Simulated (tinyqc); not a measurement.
Polycrystalline film, grain-boundary barriers (Seto model): two steps of the calculation.

One-dimensional grains of size Lg with donors N; each boundary has Qt acceptor-like traps per area at one level Et below the band edge. Trapped electrons qt deplete a width w = qt/N (both sides together) and raise a barrier Vb = q N w^2/(8 eps0 eps_r). Current crosses the barriers by thermionic emission at small bias. Abrupt depletion, full ionisation, Boltzmann statistics.

Values chosen for this exercise; values close to those of polycrystalline silicon:
- T = 273 K (temperature)
- eps_r = 11.7 (relative permittivity of the semiconductor)
- Lg = 400 nm (grain size)
- Qt = 1.9e12 cm^-2 (trap density at a boundary)
- N = 3.2e17 cm^-3 (donor density)
- Nc = 2.43e19 cm^-3 (conduction-band density of states at T)
- Et = 0.44 eV (trap level below the band edge)

Constants: q = 1.602176634e-19 C, kB = 1.380649e-23 J/K, Vt = kB T/q, eps0 = 8.8541878128e-14 F/cm where lengths are in cm. Results are converted to the units shown.

Task 1. Critical doping and limits of the barrier. N* = Qt/Lg; fully depleted grains have Vb = q N Lg^2/(8 eps0 eps_r), filled traps Vb = q Qt^2/(8 eps0 eps_r N); the true barrier cannot exceed the smaller.

Wanted: N*; Vb, fully depleted; Vb, traps filled.

Result 1.

N* = 4.750e16 cm^-3
Vb, fully depleted = 9.898 V
Vb, traps filled = 0.2181 V

Task 2. Trapped charge. w = qt/N, Vb = q N w^2/(8 eps0 eps_r), out = Qt/(1 + 2 (Nc/N) exp((Vb - Et)/Vt)); qt(new) = out.

qt at the start = 1.7e12 cm^-2

Wanted: w; Vb; out; qt after iteration 1.

Result 2.

w = 53.12 nm
Vb = 0.1746 V
out = 1.896e12 cm^-2
qt after iteration 1 = 1.896e12 cm^-2

tinyqc, about 0.01 s, one thread, Intel Xeon 2.30GHz (shared host): `OMP_NUM_THREADS=1 python tinyqc.py 2610133 2610134 out.jsonl`
